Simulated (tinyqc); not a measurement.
# Worked calculation: elastic trap-assisted tunnelling through a dielectric

Program tinyqc, `OMP_NUM_THREADS=1 python tinyqc.py 2370006 2370007 out.jsonl`; Intel Xeon 2.30GHz, shared host, one thread, about 0.03 s. Printed values are rounded.

Emitter at x = 0 (Fermi level 0), collector at x = t (Fermi level -V), band edge U(x) = phi - F x, F = V/t. A trap at x has the energy E = U(x) - Et. With G(u) = (4/(3 F)) sqrt(mo/C) max(u, 0)^1.5, C = hbar^2/(2 m0): S1 = G(phi - E) - G(Et), S2 = G(Et) - G(phi - V - E), T1,2 = exp(-S1,2). The steady rate through one trap is nu T1 T2 (f1 - f2)/(T1 + T2), f1 = f(E), f2 = f(E + V), f(y) = 1/(1 + exp(y/Vt)); both contacts offer states at E.

Values chosen for this exercise; dielectric values close to those of aluminium oxide: temperature T = 300 K; barrier above the emitter Fermi level phi = 2.56 eV; tunnelling mass mo = 0.4 m0; thickness t = 5.1 nm; trap depth below the band edge of the dielectric Et = 2.05 eV; trap density Nt = 4.7e17 cm^-3; attempt frequency nu = 1e13 1/s; points of the grid n = 11; voltage V = 1.93 V; left end of the grid xa = 1.55 nm; right end of the grid xb = 2.85 nm.

Constants: q = 1.602176634e-19 C, kB = 1.380649e-23 J/K, hbar = 1.054571817e-34 J s, m0 = 9.1093837015e-31 kg, Vt = kB T/q, hbar^2/(2 m0) = 0.0380998212 eV nm^2. Results are converted to the units shown.

Range of the model: Phonon-assisted (inelastic) capture, chains of traps and a spread of trap depths are left out.

## Rate through a trap near the best position

n equally spaced x from xa to xb, where nearly all of the current flows; J = q Nt times the integral of the rate, by Simpson's rule.

x, point 0 to 10 (nm): [1.55000, 1.68000, 1.81000, 1.94000, 2.07000, 2.20000, 2.33000, 2.46000, 2.59000, 2.72000, 2.85000]
E, point 0 to 10 (eV): [-0.076569, -0.125765, -0.174961, -0.224157, -0.273353, -0.322549, -0.371745, -0.420941, -0.470137, -0.519333, -0.568529]
S1, point 0 to 10: [15.3659, 16.7402, 18.1271, 19.5266, 20.9385, 22.3627, 23.7990, 25.2475, 26.7080, 28.1805, 29.6647]
S2, point 0 to 10: [26.7278, 26.0075, 25.2633, 24.4961, 23.7064, 22.8949, 22.0621, 21.2087, 20.3350, 19.4416, 18.5288]
f1 - f2, point 0 to 10: [0.950819, 0.992346, 0.998851, 0.999829, 0.999974, 0.999996, 0.999999, 1.00000, 1.00000, 1.00000, 1.00000]
rate, point 0 to 10 (1/s): [23.4605, 50.3154, 106.518, 228.249, 476.422, 718.164, 392.441, 106.548, 25.1248, 5.77186, 1.30856]
J = 2.10861e-6 A/cm^2

A converged quadrature gives 2.100e-6 A/cm^2; this grid is 0.40 % above that. The rate peaks at x = 2.20 nm; traps sink below the emitter Fermi level beyond x = 1.35 nm.

## The best-placed trap against direct tunnelling

xs = 2.2 nm

At x = xs: E, S1, S2 and the occupation (T1 f1 + T2 f2)/(T1 + T2). Direct tunnelling at E = 0 has S = (4/(3 F)) sqrt(mo/C) [phi^1.5 - max(phi - V, 0)^1.5].

E = -0.322549 eV
S1 = 22.3627
S2 = 22.8949
occupation = 0.629998
S of direct tunnelling = 41.0520

The harder of the two steps has S = 22.9, 55.8 % of the direct exponent: the trap splits one long tunnelling path into two short ones.
